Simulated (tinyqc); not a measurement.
Worked calculation: plane-wave Kohn-Sham cycle with exchange-only LDA in a layered model solid. Computed by tinyqc, a small Python program that keeps every step. Settings: points = 16, plane-wave index or count = 3, electrons = 2, k points = 3, area = 14.0, mixing = 1.0, iteration cap = 61. Command: `OMP_NUM_THREADS=1 python tinyqc.py 26967 26968 out.jsonl` (the two numbers bound the seeds that draw the settings). One thread of a shared host (Intel(R) Xeon(R) Processor @ 2.60GHz), about 0.02 s of CPU time with the checks.

A solid whose potential varies along x alone (atomic units):
```
parameter                      value
period a                   14.900000
cross-section of the cell  14.000000
electrons per cell                 2
grid points                       16
plane waves -n..n, n               3
k points                           3
V1 in V1 cos(2 pi x/a)     -0.270000
```

Stop when sqrt(dV sum R^2) is below 1e-8, dV = a A/N.

Course of the cycle:
```
iteration  E (hartree)  norm of the residual
1            -0.646447              1.77e-01
2            -1.952664              3.27e-01
3            -3.029788              3.54e-01
4            -2.333903              3.57e-01
5            -3.087889              3.58e-01
6            -2.337184              3.58e-01
7            -3.088348              3.58e-01
8            -2.337216              3.58e-01
9            -3.088353              3.58e-01
10           -2.337216              3.58e-01
11           -3.088353              3.58e-01
...                ...                   ...
51           -3.088353              3.58e-01
52           -2.337216              3.58e-01
53           -3.088353              3.58e-01
54           -2.337216              3.58e-01
55           -3.088353              3.58e-01
56           -2.337216              3.58e-01
57           -3.088353              3.58e-01
58           -2.337216              3.58e-01
59           -3.088353              3.58e-01
60           -2.337216              3.58e-01
61           -3.088353              3.58e-01
```

Can the last value be used, and what does the course show?

Not by the stop rule. Not converged within 61 iterations: the residual has stopped falling: the iteration swings between two states. Reruns (cap 100 unless said): mixing 0.1: not converged; mixing 0.5, Kerker q0 1.0: converged in 48 (E = -0.35781); mixing 0.3, Pulay depth 5: converged in 35 (E = -0.35781); the original settings with a cap of 400: not converged.
